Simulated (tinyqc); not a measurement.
Which input was changed? Model: pair-potential crystal by lattice sums. Computed by tinyqc, a small Python program. Command: `OMP_NUM_THREADS=1 python tinyqc.py 3021935 3021936 out.jsonl pairsum which`. One thread of a shared host (Intel(R) Xeon(R) Processor @ 2.30GHz), about 0.2 s of CPU time with the checks.

Energy per atom E = (1/2) sum over neighbours of phi(r); d is the nearest-neighbour distance.

Inputs (values chosen for the exercise, for model atoms): well depth eps = 0.791 eV; pair minimum r0 = 2.54 angstrom; cut-off r_c/r0 = 2.51; repulsive exponent n = 10; attractive exponent m = 6.

Potential: Mie n-m. Structure: hcp.

Constants: 1 eV/angstrom^3 = 160.2176634 GPa.

Method:
- phi0(r) = eps [m (r0/r)^n - n (r0/r)^m]/(n - m); shifted-force cut-off: phi(r) = phi0(r) - phi0(r_c) - (r - r_c) phi0'(r_c) for r < r_c, zero beyond.
- Shells (distance in units of d, count): fcc 1.0000 (12), 1.4142 (6), 1.7321 (24), 2.0000 (12), 2.2361 (24), 2.4495 (8), 2.6458 (48), 2.8284 (6), 3.0000 (36), 3.1623 (24); hcp 1.0000 (12), 1.4142 (6), 1.6330 (2), 1.7321 (18), 1.9149 (12), 2.0000 (6), 2.2361 (12), 2.3805 (12), 2.4495 (6), 2.5166 (6), 2.5820 (12), 2.6458 (24), 2.7080 (6), 2.8868 (12), 3.0000 (12), 3.1091 (24), 3.1623 (12); bcc 1.0000 (8), 1.1547 (6), 1.6330 (12), 1.9149 (24), 2.0000 (8), 2.3094 (6), 2.5166 (24), 2.5820 (24), 2.8284 (24), 3.0000 (32); sc 1.0000 (6), 1.4142 (12), 1.7321 (8), 2.0000 (6), 2.2361 (24), 2.4495 (24), 2.8284 (12), 3.0000 (30), 3.1623 (24); diamond 1.0000 (4), 1.6330 (12), 1.9149 (12), 2.3094 (6), 2.5166 (12), 2.8284 (24), 3.0000 (16). Volumes per atom in d^3: fcc 0.70711, hcp 0.70711, bcc 0.76980, sc 1.00000, diamond 1.53960; hcp has the ideal c/a. Every shell inside the cut-off is summed.
- Equilibrium: dE/dd = 0 at the lowest minimum with d between 0.78 r0 and 1.45 r0; B = d^2 E''(d)/(9 Omega).
- Unrelaxed vacancy: removing an atom breaks its bonds (2|E|) and placing it on the surface returns |E|, so E_v = |E|.

Task: One of these inputs alone was changed, within the range given: well depth eps (0.3955 to 1.582); cut-off r_c/r0 (1.5 to 2.7); repulsive exponent n (7.5 to 20); attractive exponent m (4 to 7.4). Which one, and to what value?

Results:
```
run     energy per atom (eV)  bulk modulus B (GPa)  equilibrium distance d (angstrom)
before             -5.882278              637.1688                           2.466041
after              -4.640381              502.6464                           2.466041
```

Result:

Each candidate set to reproduce energy per atom, and what it then gives:
```
candidate               range searched  value needed  bulk modulus B (GPa)  equilibrium distance d (angstrom)
well depth eps (eV)    0.3955 to 1.582        0.6240                502.65                             2.4660
cut-off r_c/r0              1.5 to 2.7         1.992                528.63                             2.4924
repulsive exponent n         7.5 to 20  out of reach                     -                                  -
attractive exponent m         4 to 7.4  out of reach                     -                                  -
```

Only well depth eps fits every result: it went from 0.791 to 0.624 eV. The next best candidate, cut-off r_c/r0, misses one result by 5.2 %.
